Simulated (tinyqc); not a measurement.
A and C from the efficiency peak.

Inverse problem. ABC model of an LED: J = q da (A n + Ba n^2 + Ca n^3), IQE = Ba n^2/(A n + Ba n^2 + Ca n^3), differential lifetime 1/(A + 2 Ba n + 3 Ca n^2). The peak lies at n = sqrt(A/Ca). Given Ba, find n at the peak, A and Ca.

Inputs (values chosen for the exercise):

| symbol | value | unit | meaning |
|---|---|---|---|
| Ba | 7.7e-11 | cm^3/s | radiative coefficient of the active layer |
| da | 80 | nm | thickness of the active layer |

Constants: q = 1.602176634e-19 C. Results are converted to the units shown.

peak IQE = 72.892064 %
J at the peak = 11.102600 A/cm^2

Solution. IQE J = q da Ba n^2 gives n. At the peak A n = Ca n^3, each being half of the non-radiative rate Ba n^2 (1/IQE - 1).

n at the peak = 2.86e17 cm^-3
A = 4.10e6 1/s
Ca = 5.00e-29 cm^6/s

tinyqc, about 0.01 s, one thread, Intel Xeon 2.30GHz (shared host): `OMP_NUM_THREADS=1 python tinyqc.py 2300045 2300046 out.jsonl`
